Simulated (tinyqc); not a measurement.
Resistance of a tapered via with liner, size effect and interface: one step of the calculation.

A round via whose diameter grows from db at the bottom as D(z) = db + 2 z/tan(ang). The fill, of diameter D - 2 tl, starts above the bottom liner (thickness fb tl) and has rho = rho0 (1 + ks lam/(D - 2 tl)); the sidewall liner conducts in parallel with it. The bottom liner and the interface are crossed over the full area pi db^2/4. Spreading in the lines above and below is left out.

Problem. Total resistance. R_fill = sum of the slices; R_bottom = rl fb tl/(pi db^2/4); R_interface = ri/(pi db^2/4); ballistic (Sharvin) limit 1/(Sb pi (db - 2 tl)^2/4); ideal cylinder rho0 hv/(pi db^2/4).

Values chosen for this exercise; fill metal close to copper:
- db = 54 nm (diameter at the bottom)
- hv = 200 nm (height)
- rho0 = 1.72 uohm cm (bulk resistivity of the fill)
- tl = 2.3 nm (liner on the sidewall)
- fb = 0.7 (liner at the bottom over that on the sidewall)
- rl = 220 uohm cm (resistivity of the liner)
- ri = 4.2e-12 ohm cm^2 (interface resistivity at the bottom)
- Sb = 1.1e15 S/m^2 (ballistic conductance per area, about 3/(4 rho0 lam))

slice resistance, slice 0 to 8 (ohm): 0.31997459  0.28745419  0.25953560  0.23540386  0.21441461  0.19605336  0.17990555  0.16563437  0.15296401

Wanted: parts; R; shares; ballistic limit; ideal cylinder.

Solution.

parts (ohm): fill 2.0113, bottom liner 1.5466, interface 0.18339
R = 3.7413 ohm
shares (%): fill 53.760, bottom liner 41.338, interface 4.902
ballistic limit = 0.47431 ohm
ideal cylinder = 1.5020 ohm

The fill is the largest part, and R is 2.49 times the ideal cylinder. With 2000 slices R = 3.7424 ohm.

tinyqc, about 0.01 s, one thread, Intel Xeon 2.30GHz (shared host): `OMP_NUM_THREADS=1 python tinyqc.py 2750128 2750129 out.jsonl`
